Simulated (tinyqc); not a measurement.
Weibull analysis of times to dielectric breakdown, with area scaling: one step of the calculation.

Breakdown times follow F(t) = 1 - exp(-(t/t63)^beta). The 9 times below were drawn at random from beta = 1.2, t63 = 390 s and are treated as data; all samples failed.

Question. Likelihood estimate of beta. Maximum likelihood: a(beta) = 1/beta with a = sum t^beta ln t/sum t^beta - mean ln t. Newton step: beta(new) = beta - [a - 1/beta]/[v + 1/beta^2], v the variance of ln t under the weights t^beta.

```
i,t (s)
1,142
2,217
3,351
4,382
5,391
6,391
7,442
8,582
9,780
```

beta at the start = 2.1

Find: beta after iteration 1.

Answer.

beta after iteration 1 = 2.4283

Numbers from tinyqc (`OMP_NUM_THREADS=1 python tinyqc.py 2070069 2070070 out.jsonl`; about 0.01 s on one thread of a shared Intel Xeon 2.30GHz).
